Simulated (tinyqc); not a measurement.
Changing the acceptor density N_A: charge neutrality of a doped semiconductor with incomplete ionisation. Computed by tinyqc, a small Python program. Command: `OMP_NUM_THREADS=1 python tinyqc.py 3006033 3006034 out.jsonl dopant sweep`. One thread of a shared host (Intel(R) Xeon(R) Processor @ 2.30GHz), about 0.06 s of CPU time with the checks.

Energies are counted from the top of the valence band; E_D is measured down from the conduction band and E_A up from the valence band.

Inputs (values chosen for the exercise, for a model semiconductor):
```
quantity,value,unit
gap at 0 K E_g0,3.55,eV
Varshni alpha,0.000835,eV/K
Varshni beta,953,K
electron mass m_e,0.255,m_0
valleys M_c,1,-
hole mass m_h,1.61,m_0
acceptor depth E_A,0.21,eV
acceptor degeneracy g_A,4,-
static dielectric constant eps_s,7.88,-
temperature T,350,K
iteration cap,60,-
```

Doping: p-type. Statistics of the bands: Fermi-Dirac. Solver: Newton steps on the logarithm. Start of Newton steps: intrinsic level E_i.

Constants: m_0 = 9.1093837015e-31 kg; k_B = 1.380649e-23 J/K; h = 6.62607015e-34 J s; k_B = 8.617333262e-05 eV/K.

Method:
- E_g = E_g0 - alpha T^2/(T + beta).
- N_c = 2 M_c (2 pi m_e k_B T/h^2)^(3/2) and N_v = 2 (2 pi m_h k_B T/h^2)^(3/2), masses in units of m_0.
- n_i = sqrt(N_c N_v) exp(-E_g/(2 k_B T)); E_i = E_g/2 + (k_B T/2) ln(N_v/N_c).
- n = N_c F_1/2((E_F - E_g)/k_B T), p = N_v F_1/2(-E_F/k_B T).
- F_1/2(eta) = (2/sqrt(pi)) int_0^infinity sqrt(x)/(1 + exp(x - eta)) dx, by the trapezoid rule in t = sqrt(x) with step 0.02 up to t = 12 (for eta < -12 by exp(eta) - exp(2 eta)/2^(3/2)).
- N_A- = N_A/(1 + g_A exp((E_A - E_F)/k_B T)).
- Neutrality: p + N_D+ = n + N_A-; the log ratio is ln[(p + N_D+)/(n + N_A-)].
- Newton steps from the start named, with the slope from a central difference of 1e-6 eV; the function is the log ratio y = ln[(p + N_D+)/(n + N_A-)]; the bracket -0.3 to E_g + 0.3 eV is narrowed by the sign of y at each step, and a step that would leave it is replaced by its midpoint; stop when |log ratio| < 1e-9.

One run for each value:
```
acceptor density N_A (cm^-3),majority density p (cm^-3),ionised share of the acceptors,distance of E_F from the majority band edge (eV),minority density n (cm^-3)
3.30e+16,1.6081e+16,0.48731,0.25028,1.6838e-28
1.00e+17,3.2192e+16,0.32192,0.22934,8.4106e-29
3.30e+17,6.3782e+16,0.19328,0.20872,4.2443e-29
1.00e+18,1.1620e+17,0.11620,0.19062,2.3291e-29
3.30e+18,2.1696e+17,0.06575,0.17177,1.2467e-29
1.00e+19,3.8302e+17,0.03830,0.15460,7.0555e-30
3.30e+19,7.0131e+17,0.02125,0.13630,3.8466e-30
1.00e+20,1.2247e+18,0.01225,0.11940,2.1965e-30
3.30e+20,2.2248e+18,0.00674,0.10123,1.2025e-30
```

Describe and explain the trends.

Over the rows, majority density p (cm^-3) rises from 1.61e16 to 2.22e18 (exponent d ln y / d ln x 0.63 between the first rows and 0.50 between the last); ionised share of the acceptors falls from 0.487 to 0.00674 (exponent d ln y / d ln x -0.37 between the first rows and -0.50 between the last); distance of E_F from the majority band edge (eV) falls from 0.250 to 0.101 (exponent d ln y / d ln x -0.079 between the first rows and -0.14 between the last). At the high end the exponent of majority density p is 0.50, close to 0.50: the exponent of weak ionisation without compensation, p = sqrt(p1 N_A).

Caution (rows 1.00e20, 3.30e20): N^(1/3) a is above 0.2 for the radius a = e^2/(8 pi eps_0 eps_s E) of the dopant: near the Mott value, 0.26, the level broadens, and above it the level has merged with the band and all dopants are ionised, so such results of a fixed depth are only formal.
